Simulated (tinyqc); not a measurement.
# Worked calculation: MOS inversion layer, Poisson-Schroedinger loop

Computed by the program tinyqc: `OMP_NUM_THREADS=1 python tinyqc.py 2160119 2160120 out.jsonl`, one thread of a shared Intel Xeon 2.30GHz, about 0.5 s for the whole run. Printed values are rounded.

Electrons confined at an insulator interface at z = 0, treated as a hard wall; parabolic valleys, Hartree approximation, no image or exchange terms. The depletion charge lies far deeper than the electrons and gives a uniform field q Nd/(eps0 eps_r); the gate balances all charge. Energies are counted from the band edge at the interface.

Values chosen for this exercise; masses and permittivity close to those of silicon (111): temperature T = 400 K; relative permittivity eps_r = 11.8; mass along z of valley set A (6 valley(s)) mz1 = 0.258 m0; in-plane density-of-states mass of set A md1 = 0.358 m0; sheet density of electrons Ns = 6.4e11 cm^-2; sheet density of depletion charge Nd = 2.3e11 cm^-2; mesh step hz = 2.7 nm; mixing factor a = 0.7.

Constants: q = 1.602176634e-19 C, kB = 1.380649e-23 J/K, hbar = 1.054571817e-34 J s, m0 = 9.1093837015e-31 kg, Vt = kB T/q, eps0 = 8.8541878128e-14 F/cm where lengths are in cm, hbar^2/(2 m0) = 0.0380998212 eV nm^2. Results are converted to the units shown.

## Fixed part of the potential

```
node,z (nm)
1,2.7
2,5.4
3,8.1
4,10.8
5,13.5
6,16.2
7,18.9
8,21.6
9,24.3
10,27
11,29.7
12,32.4
13,35.1
14,37.8
15,40.5
```

V0 = q Nd z/(eps0 eps_r) in eV.

```
node,fixed potential V0 (eV)
1,0.009523
2,0.019046
3,0.028569
4,0.038092
5,0.047615
6,0.057138
7,0.066661
8,0.076184
9,0.085707
10,0.095229
11,0.104752
12,0.114275
13,0.123798
14,0.133321
15,0.142844
```

## Round 1: levels and probability densities

```
node,self-consistent potential U at the start (eV)
1,0
2,0
3,0
4,0
5,0
6,0
7,0
8,0
9,0
10,0
11,0
12,0
13,0
14,0
15,0
```

Tridiagonal Hamiltonian with psi = 0 one step beyond both ends: H_ii = C (1/m_(i-1/2) + 1/m_(i+1/2))/hz^2 + V0_i + U_i, H_(i,i+1) = -C/(m_(i+1/2) hz^2), C = hbar^2/(2 m0). The lowest 2 level(s) are kept, normalised to hz sum |psi|^2 = 1. The mass is the same on all intervals.

levels (eV): A1 0.0279686, A2 0.0478170

```
node,|psi|^2 of A1 (1/nm),|psi|^2 of A2 (1/nm)
1,0.132235,0.098789
2,0.156941,0.001187
3,0.064606,0.086636
4,0.014335,0.117954
5,0.002035,0.051831
6,0.000203,0.012015
7,0.000015,0.001763
8,0.000001,0.000181
9,0.000000,0.000014
10,0.000000,0.000001
11,0.000000,0.000000
12,0.000000,0.000000
13,0.000000,0.000000
14,0.000000,0.000000
15,0.000000,0.000000
```

## Round 1: Fermi level and occupations

Level k holds N_k = D_k Vt ln(1 + exp((EF - E_k)/Vt)) with D = 6 md1 m0 q/(pi hbar^2) per eV (spin included); EF is fixed by sum N_k = Ns.

EF = -0.120888 eV
N_k (cm^-2): A1 4.09242e11, A2 2.30758e11

## Round 1: density, output potential and mixing

n_i = sum_k N_k |psi_k|^2 (converted to cm^-3). Hartree part by Gauss: on the interval before node i the electrons still beyond are S_i = Ns - hz sum_(j<i) n_j, and U_i = U_(i-1) + q S_i hz/(eps0 eps_r) in eV, U_0 = 0 at the interface. Mixing: U(new) = U + a (U(out) - U).

```
node,n (1e17 cm^-3),U(out) (eV),U after round 1 (eV)
1,7.69126,0.0264986,0.0185490
2,6.45007,0.0443991,0.0310794
3,4.64313,0.0550890,0.0385623
4,3.30852,0.0605883,0.0424118
5,1.27932,0.0623889,0.0436722
6,0.28555,0.0627594,0.0439316
7,0.04131,0.0628107,0.0439675
8,0.00420,0.0628157,0.0439710
9,0.00032,0.0628161,0.0439713
10,0.00002,0.0628161,0.0439713
11,0.00000,0.0628161,0.0439713
12,0.00000,0.0628161,0.0439713
13,0.00000,0.0628161,0.0439713
14,0.00000,0.0628161,0.0439713
15,0.00000,0.0628161,0.0439713
```

## Course of the self-consistent loop

Start from U = 0. Stop when the largest |U(out) - U| is below 1e-7 eV, or after 120 rounds.

Course of the iteration:
```
round,level A1 (eV),EF (eV),largest |U(out) - U| (eV)
1,0.0279686,-0.120888,0.0628
2,0.0539259,-0.0920358,8.68e-3
3,0.0596300,-0.0865099,2.67e-3
4,0.0613734,-0.0847644,7.75e-4
5,0.0618895,-0.0842475,2.27e-4
6,0.0620428,-0.0840939,6.68e-5
7,0.0620885,-0.0840482,1.98e-5
8,0.0621022,-0.0840345,5.89e-6
9,0.0621063,-0.0840304,1.76e-6
10,0.0621075,-0.0840292,5.26e-7
11,0.0621079,-0.0840288,1.57e-7
12,0.0621080,-0.0840287,4.71e-8
```

Converged in 12 rounds. Towards the end the residual shrinks by a factor of about 0.30 a round.

## Converged levels, occupations and centroid

```
node,converged U (eV)
1,0.0264986
2,0.0397953
3,0.0465072
4,0.0489652
5,0.0495274
6,0.0496123
7,0.0496214
8,0.0496221
9,0.0496222
10,0.0496222
11,0.0496222
12,0.0496222
13,0.0496222
14,0.0496222
15,0.0496222
```

Solve for the levels with V0 + U, find EF, n_i = sum_k N_k |psi_k|^2 (in cm^-3); share of each level N_k/Ns; centroid sum n z/sum n.

levels (eV): A1 0.0621080, A2 0.0900766
EF = -0.0840287 eV
shares (%): A1 69.1563, A2 30.8437

```
node,n (1e18 cm^-3)
1,1.18095
2,0.58902
3,0.38053
4,0.16958
5,0.04269
6,0.00679
7,0.00075
8,0.00006
9,0.00000
10,0.00000
11,0.00000
12,0.00000
13,0.00000
14,0.00000
15,0.00000
```

centroid = 5.05611 nm

An 800-node mesh to 70 nm with 8 levels a set gives A1 = 0.06377 eV, EF = -0.08970 eV and a centroid of 7.337 nm; the levels kept above hold 76.0 % of the electrons there. The coarse centroid is 31 % below the fine one.

## Closed-form estimates

Triangular well: E_k = a_k (C F^2/mz)^(1/3), a_1 = 2.338107, a_2 = 4.087949, C = hbar^2/(2 m0), F in eV/nm. Fang-Howard (all electrons in the lowest level of set A): b^3 = 6 (mz1/C) q (Nd + 11 Ns/32)/(eps0 eps_r), centroid 3/b, level C b^2/(4 mz1) + (3/b) q (Nd + 11 Ns/16)/(eps0 eps_r). Use F = q (Nd + Ns)/(eps0 eps_r), the surface field, and F = q (Nd + Ns/2)/(eps0 eps_r).

A1 with the surface field = 0.0695181 eV
A1 with Nd + Ns/2 = 0.0512067 eV
A2 with Nd + Ns/2 = 0.0895299 eV
b = 0.654506 1/nm
Fang-Howard centroid = 4.58361 nm
Fang-Howard level = 0.0629087 eV

Against the self-consistent A1 = 0.06377 eV on a fine mesh, the surface-field estimate is 9.0 % above it, the half-charge one 20 % below it and Fang-Howard 1.4 % below it. A1 holds 56.0 % of the electrons, and the Fang-Howard centroid is 38 % below the full one.
